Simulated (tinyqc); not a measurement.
Worked calculation: LCCD on RHF in the sto-3g basis, for H6, spin multiplicity 1. One step of it, computed by the program tinyqc.

Problem. Orthogonalisation. S = U s U^T; symmetric (Loewdin) form X = U s^(-1/2) U^T, so that X^T S X = 1.

overlap S, lower triangle:
```
          1H 1s     2H 1s     3H 1s     4H 1s     5H 1s     6H 1s
1H 1s  1.000000
2H 1s  0.521559  1.000000
3H 1s  0.086566  0.371180  1.000000
4H 1s  0.013295  0.086566  0.521559  1.000000
5H 1s  0.000648  0.007198  0.086566  0.371180  1.000000
6H 1s  0.000037  0.000648  0.013295  0.086566  0.521559  1.000000
```

Give: eigenvalues of S; X.

Solution.

eigenvalues of S: 0.2985  0.4158  0.5962  1.1720  1.5765  1.9410

X, lower triangle:
```
         1H 1s    2H 1s    3H 1s    4H 1s    5H 1s   6H 1s
1H 1s   1.1337
2H 1s  -0.3371   1.2087
3H 1s   0.0502  -0.2548   1.2148
4H 1s  -0.0107   0.0529  -0.3578   1.2148
5H 1s   0.0014  -0.0066   0.0529  -0.2548   1.2087
6H 1s  -0.0003   0.0014  -0.0107   0.0502  -0.3371  1.1337
```
